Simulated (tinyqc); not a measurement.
What moves the results: deep level as a short-range spherical well. A value that a table varies takes the place of the one given here.

A spherical well of radius R and depth V0 below the conduction edge, one mass m, c = hbar^2/2m0. The s level at binding Et solves k cot(k R) = -kappa with k = sqrt(m (V0 - Et)/c), kappa = sqrt(m Et/c); it exists for V0 > Vc = c (pi/2R)^2/m. Outside, psi falls as exp(-kappa r)/r.

Lucovsky model (delta well, plane-wave final states, no local-field factor): sigma = (32 pi alpha c/(3 n_r m Et)) (x - 1)^(3/2)/x^3, x = h nu/Et, c = hbar^2/2m0; 1 angstrom^2 = 1e-16 cm^2.

Constants: hbar^2/2m0 = 3.80998211 eV angstrom^2; fine-structure constant alpha = 0.007297352564; e^2/(4 pi eps0) = 14.39964547 eV angstrom; kB = 8.617333262e-05 eV/K.

Values chosen for the exercise (near those of Ge; not measured data): R = 3.4 angstrom (radius of the well); m = 0.119 m0 (mass); fV = (1.05, 1.12, 1.23, 1.62, 2.36, 3.75, 4.52) (V0/Vc); n_r = 3.97 (refractive index); xs = (1.09, 1.15, 1.48, 1.8, 2.29, 3.23, 4.65, 8.04) (photon energies h nu/Et); eps = 15.5 (static dielectric constant); T = 150 K (temperature); Fs = (2, 10, 30, 70, 150, 300) kV/cm (fields).

## From threshold to a deep level

Et against the depth at fixed R; near threshold Et = (pi^2/16)(V0 - Vc)^2/Vc.

Results:
```
V0/Vc  V0 (eV)  Et (eV)  threshold form (eV)  1/kappa (angstrom)  share outside
1.05     7.175  0.01017              0.01054                56.1          0.942
1.12     7.654  0.05582              0.06070                23.9          0.869
1.23     8.405   0.1911               0.2230                12.9          0.774
1.62    11.071    1.124                1.620                 5.3          0.549
2.36    16.128    4.003                7.797                 2.8          0.341
3.75    25.626    11.11                31.88                 1.7          0.189
4.52    30.888    15.49                52.23                 1.4          0.148
```

How do the results move?

The threshold form holds to 10 % up to V0/Vc = 1.12 of those listed. There the state is mostly outside the well (94 % in the first row) and knows only Et, which is why a delta-well model works; more than half is inside from V0/Vc = 2.36 on. A second s level would need V0/Vc > 9. From V0/Vc = 1.62 on Et exceeds the gap of the host, about 0.7 eV, so those rows only show the model.

## Neutral against charged centre

Et = 0.41070 eV

Lucovsky cross-section, its shape relative to the peak, and the shape of a hydrogen-like centre relative to threshold: x^-4 exp(4 - 4 atan(e)/e)/(1 - exp(-2 pi/e)), e = sqrt(x - 1).

Results:
```
x     h nu (eV)  sigma (1e-18 cm^2)  relative to peak  hydrogen-like
1.09      0.448                10.0             0.167          0.794
1.15      0.472                18.3             0.306          0.687
1.48      0.608                49.3             0.821          0.344
1.80      0.739                58.9             0.982          0.199
2.29      0.941                58.6             0.976          0.100
3.23      1.327                47.5             0.791          0.037
4.65      1.910                33.3             0.555          0.012
8.04      3.302                17.3             0.288          0.002
```

How do the results move?

The short-range centre starts from zero, reaches half its peak at x = 1.24 and peaks at x = 2; in the last row it still has 29 % of the peak. The Coulomb centre is largest at threshold and is down to 0.2 % there. Reading the peak as the threshold would misplace the level by a factor 2, here 0.41 eV. Rows above the gap, about 0.7 eV, are hidden by band-to-band absorption.

## Emission in a field

Barrier lowering for a charged centre (Poole-Frenkel) is 2 sqrt(q e F/eps), q = e^2/(4 pi eps0), and for the neutral well e F R; the one-dimensional enhancement is exp(lowering/kB T). 1 kV/cm = 1e-5 V/angstrom; tunnelling is left out.

Results:
```
F (kV/cm)  lowering, charged (meV)  enhancement  saddle at (angstrom)  lowering, neutral (meV)  enhancement
2                              8.6         1.95                   216                     0.07        1.005
10                            19.3         4.44                    96                     0.34        1.027
30                            33.4         13.2                    56                     1.02        1.082
70                            51.0         51.7                    36                     2.38        1.202
150                           74.7          322                    25                     5.10        1.484
300                          105.6     3.53e+03                    18                    10.20        2.201
```

What does this show, and why?

At 300 kV/cm the charged centre emits 3.53e+03 times faster and the neutral one 2.20 times: the logarithm of the enhancement is linear in sqrt(F) for the first and in F for the second, which tells the charge state. The largest lowering is 26 % of Et.

Computed by tinyqc, a small Python program: `OMP_NUM_THREADS=1 python tinyqc.py 1282091 1282092 out.jsonl` (the numbers bound the seed that draws the inputs); one thread of a shared host (Intel(R) Xeon(R) Processor @ 2.30GHz), about 0.01 s for the whole set of steps.
